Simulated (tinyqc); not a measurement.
Transmission around the level: tunnelling through a thin dielectric with one trap, as a tight-binding chain.

Hopping -t everywhere, t = c/(m a^2), c = hbar^2/2m0; lead sites at 2t (band bottom 0), barrier sites 1 to N at 2t + phi, and site j has U besides. No voltage. Leads give S = -t exp(ika) on sites 1 and N, cos(ka) = 1 - E/(2t). T = (2 t sin(ka))^2 |G_1N|^2, G = (E - H - S)^-1. In the barrier cosh(q a) = 1 + (phi - E)/(2t).

Resonance: the lowest eigenvalue of H + S(E), iterated until its real part equals E (40 rounds from Eb = phi + 2t - sqrt(4t^2 + U^2), the level in an endless barrier). With v the normalised squared amplitudes of that state, Gamma_L = 2 t sin(ka) v_1, Gamma_R = 2 t sin(ka) v_N; Breit-Wigner T = Gamma_L Gamma_R/((E - Er)^2 + (Gamma_L + Gamma_R)^2/4).

Constants: hbar^2/2m0 = 3.80998211 eV angstrom^2.

Parameters, chosen for this exercise (barrier and mass of the size used for Al2O3 on silicon; shifted at random, so the results belong to these values and not to a real crystal):

| symbol | value | unit | meaning |
|---|---|---|---|
| a | 2 | angstrom | site spacing |
| m | 0.3 | m0 | mass, the same in leads and barrier |
| phi | 2.11 | eV | conduction edge of the barrier above that of the leads |
| N | 9 |  | barrier sites |
| j | 5 |  | site of the trap |
| U | -3.83 | eV | extra energy on the trap site |

Er = 1.04505 eV

widths (meV): left 23.337, right 23.337

Energies Er + x (Gamma_L + Gamma_R).

T:

| x | E (eV) | chain | Breit-Wigner | no trap |
|---|---|---|---|---|
| -8.0 | 0.6717 | 0.00112 | 0.00389 | 2.49e-05 |
| -3.0 | 0.9050 | 0.0174 | 0.0270 | 7.21e-05 |
| -1.0 | 0.9984 | 0.175 | 0.200 | 0.000110 |
| -0.5 | 1.0217 | 0.468 | 0.500 | 0.000122 |
| 0.0 | 1.0451 | 0.999 | 1.00 | 0.000136 |
| 0.5 | 1.0684 | 0.546 | 0.500 | 0.000151 |
| 1.0 | 1.0917 | 0.237 | 0.200 | 0.000168 |
| 3.0 | 1.1851 | 0.0436 | 0.0270 | 0.000259 |
| 8.0 | 1.4184 | 0.0134 | 0.00389 | 0.000799 |

At Er the chain gives 0.999, 7.35e+03 times the value without trap, and Breit-Wigner 1.00. In the wings the single pole gives 3.49 times the chain value at x = -8 and 0.291 times at x = 8, because the widths and the level shift change with energy.

(tinyqc, `OMP_NUM_THREADS=1 python tinyqc.py 1481438 1481439 out.jsonl`, Intel(R) Xeon(R) Processor @ 2.30GHz, 1 thread, shared host, about 0.1 s.)
